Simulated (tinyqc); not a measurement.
From results to parameters: diatomic chain. Computed by the program tinyqc.

Problem. A chain of two alternating masses has one spring constant k; at the zone edge omega^2 = 2k/M and 2k/m, and wavenumber = 521.4708 sqrt(omega^2) with omega^2 in eV/(angstrom^2 u). Find k, the heavier mass and the optical wavenumber at q = 0.

wavenumbers at the zone edge (cm^-1): 250.837084  468.346345
lighter mass = 18.100000 u

Solution. The upper value gives k = m omega^2/2, the ratio of the squares gives M/m, and at q = 0 omega^2 = 2k (1/m + 1/M), the sum of the two.

k = 7.3000 eV/angstrom^2
heavier mass = 63.1000 u
optical wavenumber at q = 0 = 531.289 cm^-1
